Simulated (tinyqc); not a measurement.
Thermal RC ladder, step response: time step and accuracy.

A ladder of 2 nodes: R_i joins node i to node i + 1, the last R to the ambient; C_i is the heat capacity of node i; theta is the rise above ambient, zero at t = 0. d theta/dt = -A theta + b with b = (Pw/C_1, 0, ...), times in ms.

A = C^(-1) K, K_ii = 1/R_(i-1) + 1/R_i (no first term for node 1), K_(i,i+1) = K_(i+1,i) = -1/R_i. The time constants tau_k are the inverse eigenvalues of A; the rise of node 1 per watt is Z(t) = sum_k r_k (1 - exp(-t/tau_k)), with r_k = v_k1^2 tau_k/C_1 and v_k the unit eigenvectors of C^(-1/2) K C^(-1/2). Both schemes run from t = 0 to 1.7 ms in M equal steps dt: explicit, theta(new) = theta + dt (b - A theta); implicit, (1 + dt A) theta(new) = theta + dt b. Errors of node 1 are against Pw Z; tau_1 is the shortest time constant.

Parameters, values chosen for the exercise: resistances, junction to ambient R = [0.8, 1.2] K/W; heat capacities of the nodes C = [0.85, 1.7] mJ/K; power at node 1 from t = 0 Pw = 11 W.

Results:

| M | dt/tau_1 | error, explicit (%) | error, implicit (%) |
|---|---|---|---|
| 2 | 2.036 | -21.94 | -8.821 |
| 4 | 1.018 | 4.275 | -4.534 |
| 8 | 0.5090 | 2.215 | -2.279 |
| 16 | 0.2545 | 1.123 | -1.138 |
| 32 | 0.1272 | 0.5644 | -0.5681 |
| 64 | 0.06362 | 0.2828 | -0.2837 |
| 128 | 0.03181 | 0.1415 | -0.1417 |

Estimate the missing row, M = 3.

Computed row:

| M | dt/tau_1 | error, explicit (%) | error, implicit (%) |
|---|---|---|---|
| 3 | 1.357 | 6.971 | -6.001 |

With this row back in the table: With 2 steps the errors are -22 % (explicit) and -8.8 % (implicit), with 128 steps 0.14 and -0.14 %. The last doubling divides them by 2.0 and 2.0: both schemes are of first order, with errors of opposite sign. The explicit scheme is stable only for dt < 2 tau_1, and the first row, at 2.04, sits next to that limit, so its error does not follow the trend.

Program tinyqc, `OMP_NUM_THREADS=1 python tinyqc.py 2520071 2520072 out.jsonl`; Intel Xeon 2.30GHz, shared host, one thread, about 0.01 s.
